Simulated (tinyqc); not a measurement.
What moves the results: smearing for a one-band metal on the simple cubic lattice. A value that a table varies takes the place of the one given here.

Lattice vectors (units of a): a1 = (1, 0, 0), a2 = (0, 1, 0), a3 = (0, 0, 1). E(k) = -t A_1(k) - t2 A_2(k), A_m the sum of cos(k . R) over the 6 nearest and 12 second lattice vectors. Mesh k = sum (j_i/N) b_i, j_i = 0 .. N-1.

With x = (E_k - mu)/sigma: Fermi-Dirac f = 1/(1 + exp(x)), s = -f ln f - (1 - f) ln(1 - f); Gaussian f = erfc(x)/2, s = exp(-x^2)/(2 sqrt(pi)); Methfessel-Paxton (first order) f = erfc(x)/2 - x exp(-x^2)/(2 sqrt(pi)), s = (1 - 2 x^2) exp(-x^2)/(4 sqrt(pi)); cold (Marzari-Vanderbilt) with y = x + 1/sqrt(2), f = erfc(y)/2 + exp(-y^2)/sqrt(2 pi), s = y exp(-y^2)/sqrt(2 pi). With weights w = points/N^d (d the dimension), mu solves 2 sum w f = ne; E = 2 sum w f E_k, S = 2 sum w s, F = E - sigma S.

With x = (E_k - mu)/sigma: Gaussian f = erfc(x)/2, s = exp(-x^2)/(2 sqrt(pi)); Methfessel-Paxton (first order) f = erfc(x)/2 - x exp(-x^2)/(2 sqrt(pi)), s = (1 - 2 x^2) exp(-x^2)/(4 sqrt(pi)). With weights w = points/N^d (d the dimension), mu solves 2 sum w f = ne; E = 2 sum w f E_k, S = 2 sum w s, F = E - sigma S.

With x = (E_k - mu)/sigma: Gaussian f = erfc(x)/2, s = exp(-x^2)/(2 sqrt(pi)). With weights w = points/N^d (d the dimension), mu solves 2 sum w f = ne; E = 2 sum w f E_k, S = 2 sum w s, F = E - sigma S.

Values chosen for the exercise:
- t = 1.42 eV (nearest hopping)
- t2 = 0.35 eV (second hopping)
- ne = 1.61 (electrons per cell)
- N = 4 (unshifted mesh)
- sigma = 0.142 eV (width)

## Error of each scheme against the width

All on the dense mesh N = 40. The reference is F of first-order Methfessel-Paxton smearing with sigma = 0.05 t on the mesh N = 40; it moves by 0.08 meV on the mesh N = 50; in three dimensions such meshes can agree by chance and the reference may be off by about 1 meV, so smaller errors are not resolved.

Errors (meV per cell):
```
sigma (eV)     FD F  FD (E+F)/2  Gauss F  Gauss (E+F)/2   MP F  cold F
0.142        -10.41        0.00    -1.62          -0.04  -0.04   -0.10
0.213        -23.42       -0.11    -3.58          -0.06  -0.06   -0.17
0.284        -41.31       -1.04    -6.32          -0.04  -0.04   -0.29
0.426        -89.38       -6.66   -14.21           0.06   0.10   -0.80
0.568       -150.43      -17.48   -25.36           0.15   0.24   -1.73
0.852       -300.76      -52.50   -56.80          -1.36  -1.30   -5.11
1.136       -478.13     -102.18   -98.43          -6.55  -6.55  -10.15
```

reference = -1.51958 eV

Doubling sigma from 0.284 to 0.568 eV multiplies the error of F by 3.6 (Fermi-Dirac) and 4.0 (Gaussian); a pure sigma^2 term would give 4. At the smallest width Fermi-Dirac errs 6.4 times as much as Gaussian, against 2 pi^2/3 = 6.6 for the ratio of the sigma^2 terms at equal sigma. At the largest width the sizes of the errors rank MP F 6.5, Gauss (E+F)/2 6.6, cold F 10.1, Gauss F 98.4, FD (E+F)/2 102.2, FD F 478.1 meV; below about 1 meV this order, and the ratios at the smallest width, carry the noise of the mesh.

## Mesh against width

Gaussian smearing, (E + F)/2. The reference is F of first-order Methfessel-Paxton smearing with sigma = 0.05 t on the mesh N = 40; it moves by 0.08 meV on the mesh N = 50; in three dimensions such meshes can agree by chance and the reference may be off by about 1 meV, so smaller errors are not resolved.

Errors (meV per cell):
```
N   sigma = 0.05 t  sigma = 0.15 t  sigma = 0.4 t
4           -38.21          -43.58         -56.41
6            28.80           23.09          11.69
8             8.99            8.14           3.88
12           -1.49           -1.26          -0.63
16            1.15            1.07           0.17
24            0.01            0.07           0.14
```

reference = -1.51958 eV

First N from which the value stays within 2 meV of its last entry (which need not be the best one): 12 for sigma = 0.05 t, 12 for sigma = 0.15 t, 12 for sigma = 0.4 t. At the last mesh the errors are +0.01, +0.07 and +0.14 meV. By this 2 meV bar the wider smearing does not converge sooner. The smallest error belongs to 0.05 t on 2, 0.15 t on 0, 0.4 t on 4 of the 6 meshes.

## What moves the results of Gaussian smearing

All sums formed anew. Each row changes one parameter from the base and keeps the others.

Results:
```
case              mu (eV)   E (eV)       S   F (eV)
base               2.9221  -1.5551  0.0757  -1.5658
N = 8              3.3964  -1.5077  0.0419  -1.5137
sigma = 0.284 eV   3.0043  -1.5551  0.0757  -1.5766
ne = 1.71          4.1212  -1.2391  0.0295  -1.2433
t2 = 0.492 eV      2.8956  -1.4556  0.0909  -1.4685
t = 1.562 eV       3.2061  -1.7369  0.0757  -1.7476
```

The largest shifts from the base row, up to three for each result and ties (the steps differ in size, so this ranks the rows, not the parameters). mu (eV): ne +1.1990, N +0.4742, t +0.2840. E (eV): ne +0.3160, t -0.1818, t2 +0.0995; unchanged at the printed digits by sigma. S: ne -0.0462, N -0.0338, t2 +0.0152; unchanged at the printed digits by sigma and t. F (eV): ne +0.3225, t -0.1818, t2 +0.0974.

Run: tinyqc, `OMP_NUM_THREADS=1 python tinyqc.py 1651213 1651214 out.jsonl`; Intel(R) Xeon(R) Processor @ 2.30GHz, one thread, shared host; about 0.3 s of CPU time with all checks.
